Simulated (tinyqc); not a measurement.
Bandgap voltage reference from two bipolar transistors: two steps of the calculation.

Two transistors of area 1 and N carry the same current I. Is(T) = Is (T/T0)^eta exp[(Vg0 q/kB)(1/T0 - 1/T)], VBE1 = Vt ln(I/Is(T)) + I rb, VBE2 = Vt ln(I/(N Is(T))) + I rb/N. The amplifier forces I R1(T) = VBE1 - VBE2 + Vos, with R(T) = R (1 + tc (T - T0)) for both resistors, and the output is Vref = VBE1 + I R2(T). Base currents and the Early effect are neglected.

Inputs (values chosen for the exercise); values of the order met in silicon bipolar transistors:
```
symbol    value   unit                                                   meaning
T0          298      K                                     reference temperature
Vg0       1.198      V                      band-gap voltage extrapolated to 0 K
eta         3.2                   temperature exponent of the saturation current
Is      5.8e-18      A           saturation current of the unit transistor at T0
N             8                              area ratio of the second transistor
R1           38   kohm  resistor across which the difference of VBE falls, at T0
tc            0  ppm/K                 temperature coefficient of both resistors
Vos           0     mV                                   offset of the amplifier
rb            0    ohm                  series resistance of the unit transistor
R2          393   kohm                                     output resistor at T0
T           273      K                                               temperature
```

Constants: q = 1.602176634e-19 C, kB = 1.380649e-23 J/K. Results are converted to the units shown.

Question 1. Operating point at the reference temperature. Vt = kB T/q; I = (Vt ln N + Vos)/(R1(T) - rb (1 - 1/N)). Evaluate at T = T0.

Wanted: Vt; I; Is(T); VBE1; I R2; Vref.

Answer 1.

Vt = 0.02568 V
I = 1.405 uA
Is(T) = 5.800e-18 A
VBE1 = 0.6732 V
I R2 = 0.5523 V
Vref = 1.225 V

Question 2. Operating point at another temperature. 

Find: Vt; I; Is(T); VBE1; I R2; Vref.

Answer 2.

Vt = 0.023525 V
I = 1.2874 uA
Is(T) = 6.1135e-20 A
VBE1 = 0.72172 V
I R2 = 0.50593 V
Vref = 1.2276 V

From T0 to T, VBE1 changes by 48.6 mV and I R2 by -46.3 mV, which leaves 2.24 mV in Vref.

Computed by the program tinyqc: `OMP_NUM_THREADS=1 python tinyqc.py 2062176 2062177 out.jsonl`, one thread of a shared Intel Xeon 2.30GHz, about 0.02 s for the whole run.
